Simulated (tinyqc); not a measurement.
Current crowding under a contact, resistor ladder against the transmission-line model: one step of the calculation.

A metal contact of length d and width W on a thin layer of the same width. The metal has no resistance, the sheet resistance under it equals Rsh, and current enters the layer at the front edge x = 0.

Problem. The transmission-line result. Transfer length Lt = sqrt(rc/Rsh); front resistance Rc = (Rsh Lt/W) coth(d/Lt); end resistance Re = (Rsh Lt/W)/sinh(d/Lt). v(x) = I (Rsh Lt/W) cosh((d - x)/Lt)/sinh(d/Lt) at the cell centres x = (i - 1/2) d/n.

Values chosen for this exercise:
- Rsh = 240 ohm/sq (sheet resistance of the semiconductor layer)
- rc = 1.2e-8 ohm cm^2 (specific contact resistivity)
- d = 0.32 um (contact length)
- W = 0.37 um (contact width)
- n = 7 (cells)
- I = 2 mA (current)

Give: Lt; Rc; Re; v(x).

Solution.

Lt = 0.070711 um
Rc = 45.877 ohm
Re = 0.99353 ohm
v(x), cell 1 to 7 (mV): 66.418  34.816  18.278  9.651  5.199  2.997  2.092

The ladder's Rc is 5.1 % above this value, with cells 0.65 Lt long.

Program tinyqc, `OMP_NUM_THREADS=1 python tinyqc.py 2760073 2760074 out.jsonl`; Intel Xeon 2.30GHz, shared host, one thread, about 0.01 s.
